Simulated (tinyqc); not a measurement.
Sampled drift against the exact one: kinetic Monte Carlo and master equation for a particle on a ring of sites with traps and bias. Computed by tinyqc, a small Python program. Command: `OMP_NUM_THREADS=1 python tinyqc.py 3026115 3026116 out.jsonl kmc walk`. One thread of a shared host (Intel(R) Xeon(R) Processor @ 2.30GHz), about 0.07 s of CPU time with the checks.

6 sites on a ring, numbered 1 to 6. The saddle between i and i+1 lies at E0 + s b_i and site i at s eps_i; a force F tilts the landscape, with the saddle half-way.

Inputs (values chosen for the exercise, for a model defect): reference barrier E0 = 0.72 eV; scale factor s of the disorder = 1; attempt frequency nu = 14 THz; temperature T = 750 K; site spacing a = 2.6 angstrom; force F along the ring = 0.043 eV/angstrom; seed of the random numbers = 518186.

Disorder: random barriers.

site energies eps_i (eV): [0, 0, 0, 0, 0, 0]

saddle shifts b_i between sites i and i+1 (eV): [-0.008, 0.024, 0.043, -0.033, -0.077, 0.047]

Constants: k_B = 8.617333262e-05 eV/K.

Method:
- Rates: k(i to i+1) = nu exp(-(E0 + s b_i - s eps_i - F a/2)/(k_B T)), k(i to i-1) = nu exp(-(E0 + s b_(i-1) - s eps_i + F a/2)/(k_B T)).
- Share right = k right/(k right + k left); mean stay = 1/(k right + k left).
- Master equation dP/dt = W P, W_(i+1,i) = k right, W_(i-1,i) = k left, columns summing to zero. The steady state is its null vector; drift v = a sum P_i (k right - k left). D = a^2 lambda''(0)/2, where lambda(q) is the leading eigenvalue of W with right hops weighted by exp(q) and left hops by exp(-q).
- The slowest relaxation rate is minus the real part of the next eigenvalue of W. 1 angstrom = 1e-8 cm.
- 400 independent walkers start on sites drawn with weights P_i (k right + k left), the steady shares of hops (random numbers not printed); the estimate is total displacement over total time, with its standard error from the spread between walkers.

occupations P_i: [0.136799, 0.206181, 0.235272, 0.082339, 0.080392, 0.259017]

drift velocity v = 8.54077 cm/s

Drift from sampling:
```
hops per walker  estimate (cm/s)  standard error (cm/s)  deviation in standard errors
10                        8.3994                0.22817                       -0.6197
30                        8.2771                0.13309                       -1.9814
100                       8.4474                0.07495                       -1.2461
300                       8.4745                0.03988                       -1.6626
1000                      8.5121                0.02275                       -1.2584
3000                      8.5291                0.01335                       -0.8751
```

What does the comparison show, and why?

The exact drift is 8.541 cm/s. The standard error falls by a factor 3.29 from 100 to 1000 hops (sqrt10 = 3.16), and in the last row it is 0.16 % of the drift.

Extremes, crossings and ranges named in words are read from the listed rows.
